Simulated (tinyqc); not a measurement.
What sets the wire resistivity: free and nearly free electrons in a metal.

The cubic cell holds 4 atoms: n = 4 z/a^3, kF = (3 pi^2 n)^(1/3), EF = c kF^2/m, vF = 2 c kF/(m hbar), c = hbar^2/2m0; rs = (3/(4 pi n))^(1/3)/a0; D(EF) = 3 n/(2 EF).

Square wire of width w with grain size w: rho/rho0 = 1/(1 - 3 al/2 + 3 al^2 - 3 al^3 ln(1 + 1/al)) + (3/4) (1 - p) l/w, with al = (l/w) Rg/(1 - Rg) (Mayadas-Shatzkes plus the thick-wire form of Fuchs-Sondheimer); l = hbar kF/(n e^2 rho), e = 1.602176634e-19 C.

Constants: hbar^2/2m0 = 3.80998211 eV angstrom^2; hbar = 6.58211957e-16 eV s; a0 (Bohr radius) = 0.5291772105 angstrom.

Parameters, chosen for this exercise (near those of Co, whose d bands this model ignores; the results hold for these values, not for the real material):
```
symbol  value  unit          meaning
a       3.529  angstrom      fcc lattice constant
z       2                    free electrons an atom
m       1      m0            mass
rho     6.93   micro-ohm cm  bulk resistivity
p       0                    specularity of the surfaces
Rg      0.11                 reflection at grain boundaries
w       10     nm            wire width
```

All results formed anew.

One parameter was then changed.

Results before and after:
```
case     EF (eV)  l (nm)  wire rho (micro-ohm cm)
base      11.712    5.71                   10.615
changed    9.760    5.71                   10.615
```

Which of these changes was made? (a) rho = 8.316 micro-ohm cm; (b) p = 0.3; (c) m = 1.2 m0; (d) Rg = 0.077; (e) a = 3.635 angstrom; (f) w = 7 nm.

Answer: (c) m = 1.2 m0. Of the candidates, run in turn, only this one gives the changed row.

All candidates:
```
case                      EF (eV)  l (nm)  wire rho (micro-ohm cm)
base                       11.712    5.71                   10.615
a = 3.635 angstrom         11.039    6.06                   10.839
m = 1.2 m0                  9.760    5.71                   10.615
rho = 8.316 micro-ohm cm   11.712    4.76                   12.003
p = 0.3                    11.712    5.71                    9.725
Rg = 0.077                 11.712    5.71                   10.385
w = 7 nm                   11.712    5.71                   12.188
```

The mass drops out of l at given rho, because vF falls and tau rises by the same factor.

Run: tinyqc, `OMP_NUM_THREADS=1 python tinyqc.py 1680319 1680320 out.jsonl`; Intel(R) Xeon(R) Processor @ 2.30GHz, one thread, shared host; about 0.01 s of CPU time with all checks.
